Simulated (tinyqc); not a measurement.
Inside a calculation. Method: tight binding, honeycomb lattice. One step of it, computed by the program tinyqc.

Task: Bloch Hamiltonian at k. H_AB = -t1 (1 + exp(-i k.a1) + exp(-i k.a2)); H_AA = delta - 2 t2 sum cos(k.b + phi), H_BB = -delta - 2 t2 sum cos(k.b - phi), b = a1, a2 - a1, -a2.

Parameters chosen for this model:
```
parameter     value                        unit
t1         0.970000                 eV, nearest
t2         0.220000       eV, second neighbours
phi               0  rad, phase of t2 (Haldane)
delta             0          eV, +/- on A and B
```

k point k (fractions of the reciprocal vectors): -0.070000  -0.110000

Give: H(k) at k.

Result:

H(k) at k (eV):
```
                 A                B
A          -1.1633  -2.5951-1.0313i
B  -2.5951+1.0313i          -1.1633
```
